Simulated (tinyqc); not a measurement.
Inside a calculation. Method: exchange-only LDA atom on a uniform radial grid, spin-unpolarised, for Mg(2+). Computed by tinyqc, a small Python program that keeps every step. Settings: Z = 12, points = 128, R = 4.2, functional = Slater exchange alone, mixing = 1.0, iteration cap = 65. Command: `OMP_NUM_THREADS=1 python tinyqc.py 20048 20049 out.jsonl` (the two numbers bound the seeds that draw the settings). One thread of a shared host (Intel(R) Xeon(R) Processor @ 2.60GHz), about 0.5 s of CPU time with the checks. Later iterations appear only in the table of the cycle.

## Iteration 1

Spherical atom on a uniform radial grid r_j = j h with h = R/(N + 1), h sum u^2 = 1 and integrals as h times sums, u(0) = u(R) = 0 (atomic units):
```
parameter           value
Z                      12
points N              128
R                4.200000
h                0.032558
mixing           1.000000
electrons in 1s         2
electrons in 2s         2
electrons in 2p         6
```

Three-point differences turn -u''/2 + [l(l+1)/2r^2 - Z/r + V] u = e u into a tridiagonal matrix (diagonal 1/h^2 + potential, off-diagonal -1/2h^2). D = sum f u^2; the Hartree potential y/r solves y'' = -D/r with y(0) = 0, y(R) = N_e; v_xc comes from rho = D/(4 pi r^2); E = sum f e - int D V + int D (V_H/2 + eps_xc); V(new) = V + mixing (V_H + v_xc - V).

eigenvalues (hartree): 1s -69.44401, 2s -17.83148, 2p -18.05859

Every 8th grid point:
```
r           V in     u(1s)      u(2s)     u(2p)         D       V_H       v_xc
0.26047  0.00000   0.98869   -0.87294   1.45437  16.17030  28.00031   -2.62619
0.52093  0.00000   0.09355   -1.43098   1.20817  12.87099  18.29082   -1.53322
0.78140  0.00000   0.00664   -0.79116   0.56666   3.17856  12.72698   -0.73409
1.04186  0.00000   0.00042   -0.31829   0.21031   0.46801   9.59329   -0.31999
1.30233  0.00000  2.48e-05   -0.10934   0.06866   0.05220   7.67825   -0.13274
1.56279  0.00000  1.41e-06   -0.03415   0.02067   0.00490   6.39879   -0.05341
1.82326  0.00000  7.76e-08   -0.01001   0.00588   0.00041   5.48469   -0.02105
2.08372  0.00000  4.19e-09   -0.00280   0.00161  3.12e-05   4.79911   -0.00817
2.34419  0.00000  2.23e-10   -0.00076   0.00043  2.24e-06   4.26587   -0.00314
2.60465  0.00000  1.17e-11   -0.00020   0.00011  1.52e-07   3.83929   -0.00119
2.86512  0.00000         0   -0.00005  2.78e-05  9.94e-09   3.49026   -0.00045
3.12558  0.00000         0  -1.30e-05  6.94e-06  6.27e-10   3.19940   -0.00017
3.38605  0.00000         0  -3.25e-06  1.70e-06  3.85e-11   2.95330   -0.00006
3.64651  0.00000         0  -7.98e-07  4.13e-07         0   2.74235  -2.36e-05
3.90698  0.00000         0  -1.87e-07  9.55e-08         0   2.55952    0.00000
4.16744  0.00000         0  -1.41e-08  7.15e-09         0   2.39955    0.00000
```

total energy = -175.7888858 hartree

## Iteration 2

As before.

eigenvalues (hartree): 1s -37.06546, 2s -1.86929, 2p -0.82580

Every 8th grid point:
```
r            V in     u(1s)     u(2s)    u(2p)        D       V_H      v_xc
0.26047  25.37411   1.10340  -0.28910  0.42320  3.67669  16.58697  -1.60290
0.52093  16.75760   0.15639  -0.94190  0.69668  4.73541  12.17787  -1.09863
0.78140  11.99289   0.01891  -1.02219  0.79571  5.88941   9.93152  -0.90163
1.04186   9.27330   0.00218  -0.87940  0.79567  5.34522   8.32134  -0.72061
1.30233   7.54552   0.00025  -0.68385  0.74065  4.22672   7.08551  -0.57426
1.56279   6.34538  2.75e-05  -0.50331  0.65923  3.11413   6.11844  -0.45930
1.82326   5.46364  3.05e-06  -0.35794  0.56845  2.19508   5.35212  -0.36884
2.08372   4.79093  3.37e-07  -0.24860  0.47799  1.49446   4.73738  -0.29684
2.34419   4.26273  3.70e-08  -0.16960  0.39302  0.98434   4.23805  -0.23877
2.60465   3.83809  4.05e-09  -0.11398  0.31600  0.62511   3.82740  -0.19131
2.86512   3.48981  4.43e-10  -0.07547  0.24764  0.37935   3.48559  -0.15200
3.12558   3.19924  4.83e-11  -0.04906  0.18760  0.21598   3.19780  -0.11888
3.38605   2.95323         0  -0.03091  0.13486  0.11104   2.95285  -0.09028
3.64651   2.74232         0  -0.01818  0.08800  0.04712   2.74227  -0.06458
3.90698   2.55952         0  -0.00874  0.04533  0.01248   2.55952  -0.03961
4.16744   2.39955         0  -0.00093  0.00498  0.00015   2.39955  -0.00870
```

total energy = -182.4247324 hartree

## Iteration 3

As before.

eigenvalues (hartree): 1s -50.21440, 2s -6.32283, 2p -5.61907

Every 8th grid point:
```
r            V in     u(1s)      u(2s)     u(2p)         D       V_H      v_xc
0.26047  14.98407   1.05562   -0.62355   1.16929  11.20980  25.01133  -2.32427
0.52093  11.07924   0.12271   -1.35806   1.26069  13.25481  17.30189  -1.54831
0.78140   9.02988   0.01121   -0.98854   0.82180   6.00681  12.51628  -0.90759
1.04186   7.60073   0.00094   -0.54848   0.44685   1.79970   9.55646  -0.50132
1.30233   6.51125   0.00008   -0.27094   0.22325   0.44588   7.67234  -0.27134
1.56279   5.65913  5.95e-06   -0.12599   0.10657   0.09989   6.39787  -0.14594
1.82326   4.98327  4.63e-07   -0.05653   0.04950   0.02109   5.48455  -0.07842
2.08372   4.44054  3.57e-08   -0.02479   0.02258   0.00429   4.79909  -0.04218
2.34419   3.99928  2.73e-09   -0.01070   0.01017   0.00085   4.26587  -0.02274
2.60465   3.63609  2.09e-10   -0.00456   0.00454   0.00017   3.83929  -0.01228
2.86512   3.33359  1.59e-11   -0.00193   0.00201  3.17e-05   3.49026  -0.00664
3.12558   3.07892         0   -0.00081   0.00088  6.00e-06   3.19940  -0.00360
3.38605   2.86257         0   -0.00034   0.00039  1.12e-06   2.95330  -0.00195
3.64651   2.67769         0   -0.00014   0.00016  1.99e-07   2.74235  -0.00104
3.90698   2.51991         0  -4.99e-05   0.00006  2.82e-08   2.55952  -0.00052
4.16744   2.39085         0  -4.73e-06  6.00e-06  2.60e-10   2.39955  -0.00010
```

total energy = -188.8428811 hartree

## Convergence

Stop when input and output potentials agree to 1e-7.

Course of the cycle (hartree):
```
iteration             E      e(1s)      e(2s)      e(2p)  largest |V(out) - V(in)|
1          -175.7888858  -69.44401  -17.83148  -18.05859                  3.83e+01
2          -182.4247324  -37.06546   -1.86929   -0.82580                  1.52e+01
3          -188.8428811  -50.21440   -6.32283   -5.61907                  1.04e+01
4          -189.8721914  -40.90994   -2.49695   -1.36003                  7.05e+00
5          -191.1704109  -47.17676   -4.70503   -3.80365                  5.47e+00
6          -191.5424014  -42.27335   -2.84561   -1.71674                  4.08e+00
7          -191.9226100  -45.91157   -4.13104   -3.15080                  3.22e+00
8          -192.0711257  -43.02990   -3.06909   -1.95716                  2.47e+00
9          -192.1982942  -45.23498   -3.85102   -2.83235                  1.95e+00
10         -192.2578180  -43.48730   -3.21507   -2.11748                  1.52e+00
11         -192.3030371  -44.84227   -3.69718   -2.65792                  1.20e+00
...                 ...        ...        ...        ...                       ...
55         -192.3682662  -44.23374   -3.47137   -2.40323                  3.05e-05
56         -192.3682662  -44.23371   -3.47136   -2.40322                  2.40e-05
57         -192.3682662  -44.23374   -3.47137   -2.40323                  1.89e-05
58         -192.3682662  -44.23372   -3.47136   -2.40323                  1.48e-05
59         -192.3682662  -44.23373   -3.47137   -2.40323                  1.17e-05
60         -192.3682662  -44.23372   -3.47136   -2.40323                  9.17e-06
61         -192.3682662  -44.23373   -3.47136   -2.40323                  7.21e-06
62         -192.3682662  -44.23372   -3.47136   -2.40323                  5.67e-06
63         -192.3682662  -44.23373   -3.47136   -2.40323                  4.46e-06
64         -192.3682662  -44.23372   -3.47136   -2.40323                  3.51e-06
65         -192.3682662  -44.23373   -3.47136   -2.40323                  2.76e-06
```

Not converged within 65 iterations: the residual falls steadily but slowly, by a factor of about 0.79 a step. Reruns (cap 100 unless said): mixing 0.3: converged in 52; mixing 0.6: converged in 21; the original settings with a cap of 400: converged in 79. Even converged, this uniform grid resolves the cusp poorly and misses the energy of the atom.
